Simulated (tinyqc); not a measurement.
Inside a calculation: carrier statistics of a doped semiconductor with parabolic bands. Values are carried at full precision from step to step, so a last printed digit may differ when a step is redone from the rounded ones.

Constants: kB = 8.617333262e-05 eV/K; hbar^2/2m0 = 3.80998211 eV angstrom^2.

Values chosen for the exercise (near those of GaN; the results hold for these values, not for the real material): Eg0 = 3.533 eV (gap at 0 K); al = 0.000902 eV/K (Varshni alpha); be = 822 K (Varshni beta); T = 500 K; ml = 0.2 m0 (longitudinal electron mass); mt = 0.2 m0 (transverse electron mass); Mv = 1 (equivalent valleys); mhh = 1.42 m0 (heavy-hole mass); mlh = 0.297 m0 (light-hole mass); ND = 2.6e+16 1/cm^3 (donors); NA = 2.4e+15 1/cm^3 (acceptors); ED = 0.0217 eV (donor level below Ec); EA = 0.177 eV (acceptor level above Ev).

## Gap and thermal energy

Eg(T) = Eg0 - al T^2/(T + be) (Varshni).

Eg = 3.36243 eV
kT = 0.043087 eV

The gap has shrunk by 170.6 meV from 0 K and is 78.0 kT wide.

## Effective densities of states

m_de = Mv^(2/3) (ml mt^2)^(1/3); m_dh = (mhh^(3/2) + mlh^(3/2))^(2/3); N = 2 (m kB T/(4 pi c))^(3/2) with c = hbar^2/2m0, in 1/angstrom^3; times 1e24 for 1/cm^3.

m_de = 0.2000 m0
m_dh = 1.5092 m0
Nc = 4.8294e+18 1/cm^3
Nv = 1.0010e+20 1/cm^3

The light holes supply 8.7 % of Nv, and Nc/Nv = 0.0482.

## Intrinsic density and level

With Boltzmann statistics ni = sqrt(Nc Nv) exp(-Eg/2kT) and Ei = Eg/2 + (kT/2) ln(Nv/Nc), counted from Ev.

ni = 249 1/cm^3
Ei = 1.7465 eV

Ei lies 65.3 meV above midgap, towards the band with the smaller density of states.

## Neutrality by bisection

Energies are counted from Ev, so Ec = Eg. n = Nc F_1/2((EF - Eg)/kT), p = Nv F_1/2(-EF/kT), ND+ = ND/(1 + 2 exp((EF - Eg + ED)/kT)), NA- = NA/(1 + 4 exp((EA - EF)/kT)); neutrality asks p + ND+ = n + NA-. F_j(eta) = (1/Gamma(j + 1)) integral_0^infinity x^j dx/(1 + exp(x - eta)), which tends to exp(eta) for eta << 0.

Start from the bracket [-0.2 eV, Eg + 0.2 eV]; at the midpoint EF take the sign of p + ND+ - n - NA-; where it is positive EF must rise. Fourteen steps are shown.

Bisection (eV, 1/cm^3):

| step | low | high | EF | n | p | ND+ | NA- | sign |
|---|---|---|---|---|---|---|---|---|
| 1 | -0.20000 | 3.56243 | 1.68121 | 54.7 | 1.13e+03 | 2.60e+16 | 2.40e+15 | + |
| 2 | 1.68121 | 3.56243 | 2.62182 | 1.66e+11 | 3.75e-07 | 2.60e+16 | 2.40e+15 | + |
| 3 | 2.62182 | 3.56243 | 3.09212 | 9.10e+15 | 6.81e-12 | 2.58e+16 | 2.40e+15 | + |
| 4 | 3.09212 | 3.56243 | 3.32727 | 1.86e+18 | 2.90e-14 | 1.06e+16 | 2.40e+15 | - |
| 5 | 3.09212 | 3.32727 | 3.20970 | 1.38e+17 | 4.45e-13 | 2.37e+16 | 2.40e+15 | - |
| 6 | 3.09212 | 3.20970 | 3.15091 | 3.55e+16 | 1.74e-12 | 2.54e+16 | 2.40e+15 | - |
| 7 | 3.09212 | 3.15091 | 3.12152 | 1.80e+16 | 3.44e-12 | 2.57e+16 | 2.40e+15 | + |
| 8 | 3.12152 | 3.15091 | 3.13621 | 2.53e+16 | 2.45e-12 | 2.56e+16 | 2.40e+15 | - |
| 9 | 3.12152 | 3.13621 | 3.12886 | 2.13e+16 | 2.90e-12 | 2.56e+16 | 2.40e+15 | + |
| 10 | 3.12886 | 3.13621 | 3.13254 | 2.32e+16 | 2.67e-12 | 2.56e+16 | 2.40e+15 | - |
| 11 | 3.12886 | 3.13254 | 3.13070 | 2.23e+16 | 2.78e-12 | 2.56e+16 | 2.40e+15 | + |
| 12 | 3.13070 | 3.13254 | 3.13162 | 2.27e+16 | 2.72e-12 | 2.56e+16 | 2.40e+15 | + |
| 13 | 3.13162 | 3.13254 | 3.13208 | 2.30e+16 | 2.69e-12 | 2.56e+16 | 2.40e+15 | + |
| 14 | 3.13208 | 3.13254 | 3.13231 | 2.31e+16 | 2.68e-12 | 2.56e+16 | 2.40e+15 | + |

Each step halves the bracket, which is 0.459 meV wide at the last row.

## The neutral state

Solve the neutrality condition for EF to convergence.

EF = 3.1325 eV
n = 2.32e+16 1/cm^3
p = 2.67e-12 1/cm^3
ND+ = 2.56e+16 1/cm^3
NA- = 2.40e+15 1/cm^3

The material is n-type; 98.4 % of the donors are ionised. EF lies 5.34 kT inside the gap from the conduction edge, so Boltzmann statistics would serve; n p/(Nc Nv exp(-Eg/kT)) = 0.998.

## Checks

- F_1/2(1) by the trapezoid rule against adaptive quadrature: both 1.575641.
- Positive against negative charge at the solution (1/cm^3): both 2.55926e+16.

Program tinyqc; command `OMP_NUM_THREADS=1 python tinyqc.py 1681635 1681636 out.jsonl`; about 0.01 s on one thread of a shared Intel(R) Xeon(R) Processor @ 2.30GHz.
